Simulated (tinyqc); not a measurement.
Worked calculation: plane-wave Kohn-Sham cycle with exchange-only LDA in a layered model solid. One step of it, computed by the program tinyqc.

Question. Iteration 1: potential. V_H(G) = 4 pi rho(G)/G^2 for G != 0 (uniform background); v_x = -(3 rho/pi)^(1/3); V = V_ext + V_H + v_x; Fourier components f(G_m) = (1/N) sum_j f(x_j) exp(-i G_m x_j).

A solid whose potential varies along x alone (atomic units):
```
parameter                      value
period a                   14.700000
cross-section of the cell  25.000000
electrons per cell                 2
grid points                       16
plane waves -n..n, n               3
k points                           2
V1 in V1 cos(2 pi x/a)     -0.350000
V2 in V2 cos(4 pi x/a)      0.160000
```

density at the start, on the grid x_j = j a/N (e/bohr^3): [0.00544218, 0.00544218, 0.00544218, 0.00544218, 0.00544218, 0.00544218, 0.00544218, 0.00544218, 0.00544218, 0.00544218, 0.00544218, 0.00544218, 0.00544218, 0.00544218, 0.00544218, 0.00544218]

Give: Potentials on the grid; V(G_m), m = 0, 1, 2, ....

Answer.

Potentials on the grid (hartree):
```
x          V_ext     V_H      v_x        V
0.0000   -0.1900  0.0000  -0.1732  -0.3632
0.9187   -0.2102  0.0000  -0.1732  -0.3834
1.8375   -0.2475  0.0000  -0.1732  -0.4207
2.7563   -0.2471  0.0000  -0.1732  -0.4203
3.6750   -0.1600  0.0000  -0.1732  -0.3332
4.5938    0.0208  0.0000  -0.1732  -0.1524
5.5125    0.2475  0.0000  -0.1732   0.0743
6.4313    0.4365  0.0000  -0.1732   0.2633
7.3500    0.5100  0.0000  -0.1732   0.3368
8.2688    0.4365  0.0000  -0.1732   0.2633
9.1875    0.2475  0.0000  -0.1732   0.0743
10.1062   0.0208  0.0000  -0.1732  -0.1524
11.0250  -0.1600  0.0000  -0.1732  -0.3332
11.9437  -0.2471  0.0000  -0.1732  -0.4203
12.8625  -0.2475  0.0000  -0.1732  -0.4207
13.7812  -0.2102  0.0000  -0.1732  -0.3834
```

V(G_m), m = 0, 1, 2, ... (hartree): [-0.1732, -0.1750, 0.0800, 0.0000, 0.0000, 0.0000, 0.0000]
